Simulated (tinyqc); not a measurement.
Inside a calculation. Model: thermoelectric coefficients with electrons and holes, Landauer integrals.

Computed by the program tinyqc: `OMP_NUM_THREADS=1 python tinyqc.py 2800134 2800135 out.jsonl`, one thread of a shared Intel Xeon 2.30GHz, about 0.04 s for the whole run. Printed values are rounded.

Bulk parabolic band, x = (E - Ec)/kB T, C = hbar^2/(2 m0), kB T in eV. Modes per area gv m kB T x/(4 pi C) times the back-scattering length l0 x^rr give the transport function s0 X(x), s0 = (2 q^2/h) gv m kB T l0/(4 pi C), X = x^(1 + rr). Holes have the same form with the prefactor bb s0 and the reduced level -eta - xg in place of eta. I_k = int X (x - eta)^k w dx, w = 1/(4 cosh^2((x - eta)/2)).

Parameters, values chosen for the exercise:
- T = 200 K (temperature)
- m = 0.16 m0 (mass of one valley)
- gv = 6 (valleys)
- l0 = 10 nm (back-scattering length at x = 1)
- rr = 0.5 (energy exponent of that length)
- kL = 8.4 W/(m K) (lattice thermal conductivity)
- eta = -1.4 (reduced Fermi level (EF - Ec)/kB T)
- xg = 2.8 (gap over kB T)
- bb = 0.97 (ratio of the hole prefactor to the electron prefactor)
- xa = 0 (lower end of the grid)
- xe = 10 (upper end of the grid)
- nE = 17 (points of the grid)

Constants: q = 1.602176634e-19 C, kB = 1.380649e-23 J/K, hbar = 1.054571817e-34 J s, h = 6.62607015e-34 J s, m0 = 9.1093837015e-31 kg, Vt = kB T/q, hbar^2/(2 m0) = 0.0380998212 eV nm^2. Results are converted to the units shown.

Range of the model: Parabolic bands, elastic scattering and a fixed kL make these model figures, not those of a material.

## The three integrals on a coarse grid

Simpson's rule on nE equally spaced points from xa to xe.

```
point	x	X	w	X w
0	0.0000	0	0.158685	0
1	0.6250	0.494106	0.103007	0.0508962
2	1.2500	1.39754	0.0616345	0.0861368
3	1.8750	2.56745	0.0351111	0.0901459
4	2.5000	3.95285	0.0194467	0.0768697
5	3.1250	5.52427	0.0106037	0.0585777
6	3.7500	7.26184	0.00573272	0.0416301
7	4.3750	9.15097	0.00308501	0.0282309
8	5.0000	11.1803	0.00165605	0.0185152
9	5.6250	13.3409	8.87788e-4	0.0118439
10	6.2500	15.6250	4.75591e-4	0.00743111
11	6.8750	18.0264	2.54678e-4	0.00459093
12	7.5000	20.5396	1.36352e-4	0.00280061
13	8.1250	23.1598	7.29931e-5	0.00169051
14	8.7500	25.8828	3.90730e-5	0.00101132
15	9.3750	28.7050	2.09150e-5	6.00365e-4
16	10.0000	31.6228	1.11952e-5	3.54024e-4
```

I_0, I_1, I_2 on this grid: 0.303219  1.20638  5.54059

Converged values are 0.30254, 1.2102 and 5.6049; the grid is 0.22 % above the first and 1.1 % below the last.

## Coefficients of the electrons

converged I_0, I_1, I_2: 0.302544  1.21022  5.60490

sigma = s0 I_0, S = -(kB/q) I_1/I_0, Lorenz number L = (kB/q)^2 [I_2/I_0 - (I_1/I_0)^2], kappa_e = L sigma T.

s0 = 267.754 S/cm
sigma = 81.0075 S/cm
S = -344.707 uV/K
L = 1.87474 x 1e-8 V^2/K^2
kappa_e = 0.0303737 W/(m K)

L is 23 % below the Sommerfeld value (pi^2/3)(kB/q)^2 = 2.443e-8 V^2/K^2. The non-degenerate form -(kB/q)(2 + rr - eta) gives -336 uV/K, 2.5 % below S in size.

## Both bands together

converged I_0, I_1, I_2 of the holes: 0.302544  1.21022  5.60490

sigma = s0 I_0, S = -(kB/q) I_1/I_0, Lorenz number L = (kB/q)^2 [I_2/I_0 - (I_1/I_0)^2], kappa_e = L sigma T. With both bands: sigma = sigma_n + sigma_p, S = (sigma_n S_n + sigma_p S_p)/sigma with S_p = +(kB/q) I_1/I_0 of the holes, and kappa_e is the sum of L sigma T of both bands and the bipolar term sigma_n sigma_p (S_p - S_n)^2 T/sigma. Power factor S^2 sigma, ZT = S^2 sigma T/(kappa_e + kL).

sigma_p = 78.5772 S/cm
S_p = 344.707 uV/K
S = -5.24934 uV/K
bipolar kappa = 0.379158 W/(m K)
ZT = 9.95012e-6

Holes carry 49.2 % of the conductivity and change S from -345 to -5.25 uV/K. Electrons alone would give ZT = 0.0228.
